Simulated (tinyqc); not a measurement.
What moves the tail: Franz-Keldysh effect at a direct gap.

Parabolic bands, vertical transitions, no excitons. For each hole band j: mr = me mj/(me + mj); joint density of states J_j(E) = (mr/c)^(3/2) sqrt(E - Eg)/(2 pi^2), both spins, c = hbar^2/2m0; averaged matrix element |e.p|^2 = m0 Ep/6; alpha_j(E) = 4 pi^2 alpha_f c Ep J_j/(3 nr E) in 1/angstrom (alpha_f the fine-structure constant, listed as alpha among the constants), times 1e8 for 1/cm.

In a field Fd (1 kV/cm = 1e-5 V/angstrom) the electro-optic energy of band j is th = (c (e Fd)^2/mr)^(1/3), and sqrt(E - Eg) in J_j is replaced by pi sqrt(th) [Ai'(b)^2 - b Ai(b)^2] with b = (Eg - E)/th; Ai is the Airy function.

Constants: hbar^2/2m0 = 3.80998211 eV angstrom^2; fine-structure constant alpha = 0.007297352564.

Inputs chosen for the exercise (near those of InP; shifted at random, so the results belong to these values and not to a real crystal):
- Eg = 1.321 eV (direct gap)
- me = 0.0819 m0 (electron mass)
- mhh = 0.607 m0 (heavy-hole mass)
- mlh = 0.0867 m0 (light-hole mass)
- Ep = 20.3 eV (Kane energy)
- nr = 3.44 (refractive index)
- Fd = 160 kV/cm (uniform field)
- det = 25 meV (detuning below the gap)

At E = Eg - det.

One parameter was then changed.

Results before and after:

| case | th heavy (meV) | alpha (1/cm) |
|---|---|---|
| base | 51.319 | 605.7 |
| changed | 51.319 | 401.1 |

Which of these changes was made? (a) mlh = 0.1127 m0; (b) Ep = 22.3 eV; (c) me = 0.0942 m0; (d) nr = 3.61; (e) Fd = 208 kV/cm; (f) det = 35 meV.

Answer: (f) det = 35 meV. Of the candidates, run in turn, only this one gives the changed row.

All candidates:

| case | th heavy (meV) | alpha (1/cm) |
|---|---|---|
| base | 51.319 | 605.7 |
| Fd = 208 kV/cm | 61.129 | 777.4 |
| det = 35 meV | 51.319 | 401.1 |
| me = 0.0942 m0 | 49.271 | 669.9 |
| mlh = 0.1127 m0 | 51.319 | 634.7 |
| Ep = 22.3 eV | 51.319 | 665.4 |
| nr = 3.61 | 51.319 | 577.2 |

tinyqc: `OMP_NUM_THREADS=1 python tinyqc.py 1650305 1650306 out.jsonl`; about 0.01 s, one thread, shared Intel(R) Xeon(R) Processor @ 2.30GHz.
